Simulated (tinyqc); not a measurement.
Carrier lifetime from Shockley-Read-Hall, radiative, Auger and surface recombination: one step, computed by the program tinyqc. Command: `OMP_NUM_THREADS=1 python tinyqc.py 3027453 3027454 out.jsonl lifetime walk`. One thread of a shared host (Intel(R) Xeon(R) Processor @ 2.30GHz), about 0.02 s of CPU time with the checks.

Energies are counted from the top of the valence band. Boltzmann statistics, full ionisation, and equal excess densities of electrons and holes.

Question. Surface lifetime. The slowest diffusion mode has x tan x = S W/(2 D) with 0 < x < pi/2 (bisection), and tau_s = W^2/(4 x^2 D). The common approximation is W/(2 S) + W^2/(pi^2 D).

Inputs (values chosen for the exercise, for a model semiconductor): diffusion coefficient D = 15 cm^2/s; surface velocity S = 1600 cm/s; thickness W = 41 micrometre.

Doping: n-type. Surface term: two equal surfaces.

Give: x; tau_s; approximate tau_s.

Answer.

x = 0.45124

tau_s = 1.3759e-06 s

approximate tau_s = 1.3948e-06 s

The approximation is off by 1.4 %. Surface and diffusion both limit.
